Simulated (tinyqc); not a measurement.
ESD clamp with bipolar snapback, compact model and design window: one step of the calculation.

The drain junction multiplies the current that enters it: Igen = (M - 1)(Ic + I0), M = 1/(1 - (Vj/BV)^n). The generated holes leave through the substrate resistance and the base of the parasitic npn: Igen = Vb/Rb + Ic/be, Ic = Is exp(Vb/Vt). Terminal current I = Ic + I0 + Igen and voltage V = Vj + I Ro, per width. Isothermal, constant gain.

Question. The snapback curve. For given Vb: Ic, Igen, M = 1 + Igen/(Ic + I0), Vj = BV (1 - 1/M)^(1/n), I and V.

Parameters, values chosen for the exercise; values close to those of grounded-gate n-channel clamps:
```
symbol    value    unit                               meaning
T           300       K                           temperature
BV          8.6       V            junction breakdown voltage
n           4.6                exponent of the multiplication
be          6.2             current gain of the parasitic npn
Is      7.1e-17    A/um                    saturation current
I0      2.7e-11    A/um                      junction leakage
Rb        37000  ohm um                  substrate resistance
Ro          180  ohm um  drain ballast and contact resistance
```

Constants: q = 1.602176634e-19 C, kB = 1.380649e-23 J/K, Vt = kB T/q. Results are converted to the units shown.

| point | Vb (V) |
|---|---|
| 0 | 0.05 |
| 1 | 0.3 |
| 2 | 0.36 |
| 3 | 0.42 |
| 4 | 0.47 |
| 5 | 0.617 |
| 6 | 0.755 |
| 7 | 0.775 |
| 8 | 0.805 |

Give: Ic; M; Vj; I; V.

Answer.

| point | Ic (uA/um) | M | Vj (V) | I (uA/um) | V (V) |
|---|---|---|---|---|---|
| 0 | 4.9116e-10 | 50050 | 8.6000 | 1.3514 | 8.6002 |
| 1 | 7.7810e-6 | 2.3312e5 | 8.6000 | 8.1081 | 8.6015 |
| 2 | 7.9249e-5 | 91576 | 8.6000 | 9.7298 | 8.6017 |
| 3 | 8.0714e-4 | 13610 | 8.5999 | 11.352 | 8.6019 |
| 4 | 0.0055836 | 2265.2 | 8.5992 | 12.709 | 8.6015 |
| 5 | 1.6459 | 11.293 | 8.4284 | 18.587 | 8.4317 |
| 6 | 342.53 | 1.2209 | 5.9303 | 418.18 | 6.0056 |
| 7 | 742.48 | 1.1895 | 5.7686 | 883.18 | 5.9276 |
| 8 | 2369.5 | 1.1705 | 5.6573 | 2773.5 | 6.1565 |

V peaks at Vt1 = 8.602 V and falls to Vh = 5.928 V: once the npn supplies current, a small M feeds the base. At high current M tends to 1 + 1/be and Vj to BV (1 + be)^(-1/n) = 5.599 V.

tinyqc, about 0.02 s, one thread, Intel Xeon 2.30GHz (shared host): `OMP_NUM_THREADS=1 python tinyqc.py 2670145 2670146 out.jsonl`
